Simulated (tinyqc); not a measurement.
What moves the results: defect-molecule model of a vacancy with Jahn-Teller distortion. A value that a table varies takes the place of the one given here.

Four dangling hybrids a, b, c, d point into the vacancy: H_ii = E0, and -gm between any two. A tetragonal distortion Q pairs a with b and c with d: those two couplings become -gm - I Q and the other four -gm + I Q/2, at an elastic cost k Q^2/2. The a1 level holds two electrons; charge states 2+, + and 0 put n = 0, 1, 2 more into the lowest level of t2 origin. Energy from the 2+ state at Q = 0, with the Fermi level mu counted from Ev: W_n(Q) = n (et - 2 I Q) + k Q^2/2 + Uc n (n - 1)/2 - n mu. et = E0 + gm is the undistorted t2 level.

Constants: kB = 8.617333262e-05 eV/K.

Inputs chosen for the exercise (of the size used for the vacancy in silicon; not measured data):
- E0 = -0.07 eV (level of a dangling hybrid, from Ev)
- gm = 0.3 eV (coupling between two dangling hybrids)
- I = 0.99 eV/angstrom (Jahn-Teller coupling)
- k = 18.4 eV/angstrom^2 (force constant of the mode)
- Uc = 0.15 eV (repulsion of two electrons in one orbital)
- T = 77 K (temperature)
- mu1 = -0.03 eV (first Fermi level)

## Occupation against the Fermi level

Weights g_n exp(-W_n/kT) with W_n = n et - n^2 E_JT + Uc n (n - 1)/2 - n mu, E_JT = 2 I^2/k, degeneracies 1, 6 (spin and three axes) and 3; mu = mu1 + 0.03 j eV.

Shares:

| mu (eV) | 2+ | + | 0 | mean charge |
|---|---|---|---|---|
| -0.03 | 1.0000 | 0.0000 | 0.0000 | 2.0000 |
| 0.00 | 1.0000 | 0.0000 | 0.0000 | 2.0000 |
| 0.03 | 1.0000 | 0.0000 | 0.0000 | 2.0000 |
| 0.06 | 0.9994 | 0.0004 | 0.0002 | 1.9992 |
| 0.09 | 0.3686 | 0.0143 | 0.6172 | 0.7514 |
| 0.12 | 0.0001 | 0.0003 | 0.9997 | 0.0004 |
| 0.15 | 0.0000 | 0.0000 | 1.0000 | 0.0000 |
| 0.18 | 0.0000 | 0.0000 | 1.0000 | 0.0000 |
| 0.21 | 0.0000 | 0.0000 | 1.0000 | 0.0000 |

What does this show, and why?

U_eff = Uc - 2 E_JT = -0.063 eV and kT = 6.6 meV. The + state reaches at most 1.43 % on these rows, at mu = 0.09 eV. It is the only paramagnetic state, so such a defect shows little spin resonance in the dark. The mean charge goes from 2.00 to 0.00. Rows with mu < 0 lie in the valence band and are formal.

## When U turns negative

The force constant is varied. E_JT = 2 I^2/k, E(2+/+) = et - E_JT, E(+/0) = et - 3 E_JT + Uc, U_eff = Uc - 2 E_JT.

Against k:

| k (eV/angstrom^2) | E_JT (eV) | (2+/+) (eV) | (+/0) (eV) | U_eff (eV) | Q of the neutral state (angstrom) |
|---|---|---|---|---|---|
| 8 | 0.2450 | -0.0150 | -0.3551 | -0.3401 | 0.4950 |
| 12 | 0.1633 | 0.0667 | -0.1100 | -0.1767 | 0.3300 |
| 16 | 0.1225 | 0.1075 | 0.0125 | -0.0950 | 0.2475 |
| 24 | 0.0817 | 0.1483 | 0.1350 | -0.0134 | 0.1650 |
| 32 | 0.0613 | 0.1687 | 0.1962 | 0.0275 | 0.1237 |
| 48 | 0.0408 | 0.1892 | 0.2575 | 0.0683 | 0.0825 |
| 64 | 0.0306 | 0.1994 | 0.2881 | 0.0887 | 0.0619 |
| 96 | 0.0204 | 0.2096 | 0.3187 | 0.1092 | 0.0413 |

k at which U_eff = 0 = 26.14 eV/angstrom^2

What can be read from the table?

Levels below 0 lie in the valence band. U_eff is negative for k below 4 I^2/Uc = 26.1: 4 of the 8 rows. The gain grows as n^2, so the second electron wins 3 E_JT where the first wins E_JT. For a stiff lattice the levels tend to et = 0.230 and et + Uc = 0.380 eV.

## What each parameter does

E_JT = 2 I^2/k, E(2+/+) = et - E_JT, E(+/0) = et - 3 E_JT + Uc, U_eff = E(+/0) - E(2+/+); a1 level E0 - 3 gm. Each row changes one parameter from the base and keeps the others.

Results:

| case | (2+/+) (eV) | (+/0) (eV) | U_eff (eV) | a1 (eV) |
|---|---|---|---|---|
| base | 0.1235 | 0.0604 | -0.0631 | -0.9700 |
| E0 = -0.02 eV | 0.1735 | 0.1104 | -0.0631 | -0.9200 |
| gm = 0.34 eV | 0.1635 | 0.1004 | -0.0631 | -1.0900 |
| I = 1.089 eV/angstrom | 0.1011 | -0.0067 | -0.1078 | -0.9700 |
| k = 20.24 eV/angstrom^2 | 0.1332 | 0.0895 | -0.0437 | -0.9700 |
| Uc = 0.21 eV | 0.1235 | 0.1204 | -0.0031 | -0.9700 |

What does this show?

The largest shifts from the base row, up to three for each result and ties (the steps differ in size, so this ranks the rows, not the parameters). (2+/+) (eV): E0 +0.0500, gm +0.0400, I -0.0224; unchanged at the printed digits by Uc. (+/0) (eV): I -0.0671, Uc +0.0600, E0 +0.0500. U_eff (eV): Uc +0.0600, I -0.0447, k +0.0194; unchanged at the printed digits by E0 and gm. a1 (eV): gm -0.1200, E0 +0.0500; unchanged at the printed digits by I, k and Uc. E0 and gm move both levels alike, so U_eff depends on I, k and Uc alone.

(tinyqc, `OMP_NUM_THREADS=1 python tinyqc.py 1451414 1451415 out.jsonl`, Intel(R) Xeon(R) Processor @ 2.30GHz, 1 thread, shared host, about 0.01 s.)
